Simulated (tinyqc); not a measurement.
Hole subbands of a hard-walled well, four-band Luttinger model: one step. Levels at k = 0. Three cases, with inputs chosen for the exercise.

Problem. R and S vanish: HHn = c (g1 - 2 g2)(n pi/L)^2 - Zs and LHn = c (g1 + 2 g2)(n pi/L)^2 + Zs, c = hbar^2/2m0, hole energies counted downwards. Sort HH1 to HH4 and LH1, LH2.

Constants: hbar^2/2m0 = 3.80998211 eV angstrom^2.

Case 1.

Values chosen (near those of Ge; the results hold for these values, not for the real material):
- g1 = 13.28 (Luttinger gamma1)
- g2 = 4.28 (gamma2)
- L = 140 angstrom (well width along [001])
- Zs = 0 eV (shear strain energy)

Case 2.

Values chosen (near those of GaAs; the results hold for these values, not for the real material):
- g1 = 6.99 (Luttinger gamma1)
- g2 = 2.06 (gamma2)
- L = 60 angstrom (well width along [001])
- Zs = 0 eV (shear strain energy)

Case 3.

Values chosen (out of a larger set: near those of GaSb; not measured data):
- g1 = 13.38 (Luttinger gamma1)
- g2 = 4.7 (gamma2)
- L = 60 angstrom (well width along [001])

shear strain energy Zs = 0.0286547 eV

Give: a table of subband, E (eV).

Solution.

Case 1.

Levels:
```
subband,E (eV)
HH1,0.0091
HH2,0.0362
LH1,0.0419
HH3,0.0815
HH4,0.1449
LH2,0.1676
```

The top subband is HH1, 27.2 meV from HH2.

Case 2.

Levels:
```
subband,E (eV)
HH1,0.0300
LH1,0.1160
HH2,0.1199
HH3,0.2698
LH2,0.4642
HH4,0.4796
```

The top subband is HH1, 86.1 meV from LH1.

Case 3.

Levels:
```
subband,E (eV)
HH1,0.0129
HH2,0.1376
LH1,0.2666
HH3,0.3455
HH4,0.6365
LH2,0.9804
```

The top subband is HH1, 124.7 meV from HH2. In so narrow a gap the light holes are also strongly non-parabolic.

Computed by tinyqc, one run a case: `OMP_NUM_THREADS=1 python tinyqc.py N N+1 out.jsonl` with N = 1280646, 1280742, 1281005; one thread of a shared Intel(R) Xeon(R) Processor @ 2.30GHz, about 0.1 s a run at most.
